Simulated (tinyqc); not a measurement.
# Worked calculation: drifting, spreading and decaying minority pulse (Haynes-Shockley), Crank-Nicolson time steps

Program tinyqc, `OMP_NUM_THREADS=1 python tinyqc.py 2310109 2310110 out.jsonl`; Intel Xeon 2.30GHz, shared host, one thread, about 0.01 s. Printed values are rounded.

Low injection in a uniform field: dn/dt = D d2n/dx2 - v dn/dx - n/tau with D = mu Vt and v = mu F towards +x. Exact solution on an infinite bar for a Gaussian start at x0: n = N0 exp(-t/tau) exp(-(x - x0 - v t)^2/(2 s^2))/sqrt(2 pi s^2), s^2 = s0^2 + 2 D t.

Inputs (values chosen for the exercise); mobility close to that of indium phosphide at room temperature: temperature T = 300 K; minority-carrier mobility mu = 196 cm^2/(V s); sweep field along the drift F = 38 V/cm; mesh step hx = 5.4 um; lifetime tau = 9.8e-7 s; injected sheet density N0 = 5e11 cm^-2; time step dt = 4e-8 s; initial width (standard deviation) s0 = 5.1 um.

Constants: q = 1.602176634e-19 C, kB = 1.380649e-23 J/K, Vt = kB T/q. Results are converted to the units shown.

## Coefficients of the scheme

Exponentially fitted fluxes: d = F hx/Vt, B(d) = d/(exp(d) - 1), k = D dt/hx^2; (L n)_i = a n_(i-1) + b n_i + c n_(i+1) with a = k B(-d), c = k B(d), b = -a - c - dt/tau. Explicit steps keep n positive for dt up to 1/[(D/hx^2)(B(d) + B(-d)) + 1/tau].

D = 5.06699 cm^2/s
v = 7448 cm/s
d = 0.793749
a = 1.00703
b = -1.50317
c = 0.455324
positivity limit of dt = 2.66105e-8 s

dt is 1.5 times the explicit limit. On this mesh the fitted flux acts like a diffusion coefficient (d/2) coth(d/2) D = 1.05 D for a travelling pulse, before the error of the time steps.

## Initial pulse

Nodes x_i = i hx, i = 1 to 9, n = 0 at nodes 0 and 10; the Gaussian at t = 0 with x0 = 4 hx.

n at t = 0, node 1 to 9 (in units of 1e14 cm^-3): 0.02519  0.41546  2.23288  3.91120  2.23288  0.41546  0.02519  0.00050  0.00000

## Step 1: densities after a time step

(L n)_i = a n_(i-1) + b n_i + c n_(i+1), n = 0 beyond the ends. Crank-Nicolson step: solve n(new) - L n(new)/2 = n + L n/2.

n at t = 1 dt, node 1 to 9 (in units of 1e14 cm^-3): 0.13239  0.57567  1.39433  2.18801  2.31129  1.44127  0.56011  0.17488  0.05041

## Step 2: densities after a time step

As before.

n at t = 2 dt, node 1 to 9 (in units of 1e14 cm^-3): 0.15510  0.47315  0.98203  1.52646  1.78974  1.59145  1.04136  0.51855  0.20648

## Step 3: densities after a time step

As before.

n at t = 3 dt, node 1 to 9 (in units of 1e14 cm^-3): 0.13180  0.37165  0.72654  1.12338  1.40892  1.43500  1.18830  0.79418  0.40664

## Course in time

The same steps, now on nodes 1 to 60 (n = 0 at nodes 0 and 61), for 24 steps; centre = sum x n/sum n. Deviations are from the exact pulse, as a share of its largest value on the nodes; a run counts as stable if they stay under 100 %.

Course of the iteration:
```
step  hx sum n (cm^-2)  centre (um)  most negative n (cm^-3), 0 if none  largest deviation (% of the peak)
1           4.78075e11      24.6734                                   0                               3.17
2           4.55489e11      27.8531                                   0                               2.64
3           4.33813e11      31.0675                                   0                               2.86
4           4.13617e11      34.2720                                   0                               3.81
5           3.94846e11      37.4543                                   0                               4.60
6           3.77335e11      40.6120                                   0                               5.09
7           3.60921e11      43.7466                                   0                               5.31
8           3.45466e11      46.8605                                   0                               5.40
9           3.30859e11      49.9562                                   0                               5.29
...                ...          ...                                 ...                                ...
16          2.46621e11      71.2915                                   0                               4.66
17          2.36636e11      74.3090                                   0                               4.62
18          2.27074e11      77.3217                                   0                               4.53
19          2.17913e11      80.3303                                   0                               4.52
20          2.09133e11      83.3355                                   0                               4.44
21          2.00717e11      86.3375                                   0                               4.42
22          1.92647e11      89.3369                                   0                               4.39
23          1.84907e11      92.3339                                   0                               4.36
24          1.77483e11      95.3289                                   0                               4.35
```

The run is stable. After 24 steps the deviation is 4.3 % of the peak. From step 1 to the last the centre has moved at 1.03 v and the content is 5.5 % below N0 exp(-t/tau). On an endless mesh these steps would give a speed of 1.00 v and a content of 1.00 times the exact one, from dt/tau = 0.0408 alone; the rest comes from the absorbing ends.
